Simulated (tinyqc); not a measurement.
# Changing the pattern density around the test line

Model: electron-beam lithography: double-Gaussian proximity function, edge placement and dose correction for parallel lines. Computed by tinyqc, a small Python program. Command: `OMP_NUM_THREADS=1 python tinyqc.py 3113305 3113306 out.jsonl proximity sweep`. One thread of a shared host (Intel(R) Xeon(R) Processor @ 2.30GHz), about 0.01 s of CPU time with the checks.

Lines are infinitely long. Absorbed energy is counted so that the middle of a very large area written at dose 1 receives 1; the resist develops where it exceeds 1/2.

Inputs (values chosen for the exercise, of the order of those for 10 keV electrons in resist on silicon):
```
quantity                 value               unit
forward range alpha     0.0095         micrometre
backscatter ratio eta      0.9                  -
base dose D0               100  microcoulomb/cm^2
beam current                 2                 nA
pixel size                   4                 nm
width of the test line   0.052         micrometre
```

Constants: e = 1.602176634e-19 C.

Method. A test line of width w << beta in surroundings of density rho, all at dose d: near its edge E(x) = d [S + eta rho]/(1 + eta), S = [erf((b - x)/alpha) - erf((a - x)/alpha)]/2 for edges a and b, the second term being the background energy. Dose to size d_s = (1 + eta)/(erf(w/alpha) + 2 eta rho), dose = d_s D0; edge slope d [1 - exp(-w^2/alpha^2)]/(sqrt(pi) alpha (1 + eta)); width change per 1 % of dose = 2 x 0.01 x (1/2)/slope. With dose = d_s D0: electrons per pixel N = dose x pixel area/e; relative noise 1/sqrt(N); time per cm^2 of pattern area = dose x density/current; pixel rate = current/(dose x pixel area).

One run for each value; columns: (1) pattern density around the test line; (2) dose to size d_s; (3) width change per 1 % of dose (nm); (4) background energy; (5) writing time per cm^2 (h):
```
(1)    (2)     (3)     (4)    (5)
0.0  1.900  0.1684  0.0000  0.000
0.1  1.610  0.1987  0.0763  2.236
0.2  1.397  0.2290  0.1324  3.881
0.3  1.234  0.2593  0.1753  5.141
0.4  1.105  0.2896  0.2093  6.137
0.5  1.000  0.3199  0.2368  6.944
0.6  0.913  0.3502  0.2596  7.612
0.7  0.841  0.3805  0.2788  8.174
0.8  0.779  0.4109  0.2951  8.652
0.9  0.725  0.4412  0.3092  9.065
```

What does the table show, and why?

Over the rows, dose to size d_s falls from 1.90 to 0.725; width change per 1 % of dose (nm) rises from 0.168 to 0.441; background energy rises from 0 to 0.309. For w well above alpha d_s is 1 at rho = 1/2 and 1 + eta = 1.90 at rho = 0; a lower dose over a higher background flattens the edge.
